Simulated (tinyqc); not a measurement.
# Gate sheet resistance from two finger widths

Question. At low frequency R = Rsh Wf/(3 L) + B/Wf, where B collects the channel and vertical terms. Find Rsh, B and the width of lowest R.

Parameters, values chosen for the exercise: channel length L = 0.22 um.

input resistance of single fingers, contacted at one end, of width 1.8 and 12 um (ohm): 85.959596  457.21212

Solution. R Wf is a straight line in Wf^2; the minimum of R lies where both terms are equal.

Rsh = 25.0 ohm/square
B = 32.0 ohm um
width of lowest R = 0.919 um

Numbers from tinyqc (`OMP_NUM_THREADS=1 python tinyqc.py 2262132 2262133 out.jsonl`; about 0.01 s on one thread of a shared Intel Xeon 2.30GHz).
